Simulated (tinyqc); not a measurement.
Resistance of a source-drain extension with a graded tip: two steps of the calculation.

y runs along the channel, the gate covers y > 0. The doping is N0 for y < y0 and N0 10^(-(y - y0)/la) beyond, uniform over the depth xj. Sheet conductance s(y) = q mu(N) max(N - Nch, 0) xj + (for y > 0) ma Cox Vo, with mu(N) = u0 + (u1 - u0)/(1 + (N/Nr)^au) and Cox = eps0 eox/tox. Current is taken as one-dimensional; depletion of the tip, spreading and the contact are left out. The metallurgical junction lies at yj, where N = Nch.

Parameters, values chosen for the exercise; mobility law close to that of electrons in silicon:

| symbol | value | unit | meaning |
|---|---|---|---|
| eox | 25.5 |  | relative permittivity of the gate insulator (close to zirconium oxide) |
| tox | 3.6 | nm | insulator thickness |
| N0 | 6.7e19 | cm^-3 | active doping of the extension far from the gate |
| la | 3.6 | nm/decade | lateral abruptness |
| y0 | 0.3 | nm | position under the gate where the fall begins (gate edge at 0) |
| xj | 27 | nm | depth of the extension |
| Nch | 1.7e18 | cm^-3 | channel doping |
| Vo | 0.81 | V | gate overdrive |
| ma | 230 | cm^2/(V s) | mobility of the gate-induced layer |
| u1 | 1414 | cm^2/(V s) | mobility at low doping |
| u0 | 68.5 | cm^2/(V s) | mobility at high doping |
| Nr | 9.2e16 | cm^-3 | reference doping |
| au | 0.711 |  | exponent |
| Lg | 90 | nm | gate length |

Constants: q = 1.602176634e-19 C, eps0 = 8.8541878128e-14 F/cm where lengths are in cm. Results are converted to the units shown.

Question 1. Sheet resistances and junction position. yj = y0 + la log10(N0/Nch); sheet resistance of the full extension 1/[q mu(N0)(N0 - Nch) xj] and of the gate-induced layer 1/(ma Cox Vo); metallurgical length Lg - 2 yj; ye is where the doped and the gate-induced conductances are equal.

Give: yj; sheet resistance of the extension; sheet resistance of the induced layer; metallurgical length; ye; N at ye.

Answer 1.

yj = 6.0443 nm
sheet resistance of the extension = 438.14 ohm/square
sheet resistance of the induced layer = 855.86 ohm/square
metallurgical length = 77.911 nm
ye = 1.4558 nm
N at ye = 3.1990e19 cm^-3

The gate takes over 4.59 nm before the junction, where N is still 18.8 times the channel doping.

Question 2. Resistance of the overlapped part. Midpoint rule on 12 equal steps from 0 to yj: R_ov = sum h/s(y), per width.

Find: y; N; doped conductance; sheet resistance; R_ov.

Answer 2.

```
point   y (nm)  N (cm^-3)  doped conductance (uS)  sheet resistance (ohm/square)
0      0.25184  6.7000e19                  2282.4                         289.79
1      0.75553  5.0065e19                  1749.0                         342.77
2       1.2592  3.6276e19                  1307.7                         403.86
3       1.7629  2.6285e19                  980.72                         465.30
4       2.2666  1.9046e19                  736.72                         524.89
5       2.7703  1.3800e19                  552.82                         580.98
6       3.2740  9.9994e18                  412.29                         632.63
7       3.7777  7.2453e18                  302.86                         679.68
8       4.2813  5.2498e18                  215.49                         722.59
9       4.7850  3.8039e18                  143.43                         762.28
10      5.2887  2.7563e18                  81.628                         799.97
11      5.7924  1.9971e18                  26.239                         837.06
```

R_ov = 3.5469 ohm um

tinyqc, about 0.04 s, one thread, Intel Xeon 2.30GHz (shared host): `OMP_NUM_THREADS=1 python tinyqc.py 2282236 2282237 out.jsonl`
